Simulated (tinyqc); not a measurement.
# CMOS latch-up, two-transistor model: effect of the substrate resistance shunting the npn

A parasitic pnp (emitter at Vdd, base shunted by Rw) and npn (emitter at ground, base shunted by Rs) feed each other: the npn collector current flows out of the pnp base node, the pnp collector current into the npn base node. Forward-active transistors with constant gains: Icn = Isn exp(Vn/Vt), Icp = Isp (exp(Vp/Vt) - 1). A current Ii is injected into the npn base node.

Node equations: Vp/Rw + Icp/bp = Icn and Vn/Rs + Icn/bn = Icp + Ii. Loop gain G = gn gp/[(1/Rw + gp/bp)(1/Rs + gn/bn)], gn = Icn/Vt, gp = (Icp + Isp)/Vt; the off state ends where G = 1, and Ii there is the trigger current. On state with both base-emitter voltages at Von: npn base current Ib = (Von/Rs + bp Von/Rw)/(bn bp - 1), holding current Ih = (bn + 1) Ib + Von/Rs, holding voltage Vh = Vsat + Von + R2 (Ib + Von/Rs).

Parameters, values chosen for the exercise; values close to those of bulk CMOS:
```
symbol,value,unit,meaning
T,300,K,temperature
bn,9,,current gain of the npn
bp,4.3,,current gain of the pnp
Isn,9.2e-15,A,saturation current of the npn at T
Isp,3.7e-16,A,saturation current of the pnp at T
Rw,600,ohm,well resistance shunting the pnp
R2,92,ohm,resistance from the pnp collector to the npn base
Von,0.71,V,base-emitter voltage in the on state
Vsat,0.08,V,saturation voltage
Vdd,1.8,V,supply voltage
```

Constants: q = 1.602176634e-19 C, kB = 1.380649e-23 J/K, Vt = kB T/q. Results are converted to the units shown.

Effect of the substrate resistance shunting the npn:
```
Rs (ohm),Vn at trigger (V),trigger current (mA),Ih (mA),Vh (V)
74,0.6587,9.000,13.49,1.709
140,0.6582,4.805,7.766,1.281
280,0.6578,2.455,4.558,1.042
530,0.6575,1.347,3.045,0.9289
1000,0.6573,0.7640,2.248,0.8695
2000,0.6572,0.4354,1.799,0.8359
3800,0.6572,0.2797,1.586,0.8201
7400,0.6571,0.1956,1.471,0.8115
```

Read the table: what changes, and by how much?

As Rs goes from 74 to 7400 ohm, the trigger current falls from 9.00 to 0.196 mA, Ih falls from 13.5 to 1.47 mA and Vh falls from 1.71 to 0.811 V. Vh exceeds the supply Vdd = 1.8 V, which then cannot sustain a latched state, in 0 of the 8 rows. The trigger current goes as Rs^(-0.83): most of it flows through the shunt.

tinyqc, about 0.07 s, one thread, Intel Xeon 2.30GHz (shared host): `OMP_NUM_THREADS=1 python tinyqc.py 2670153 2670154 out.jsonl`
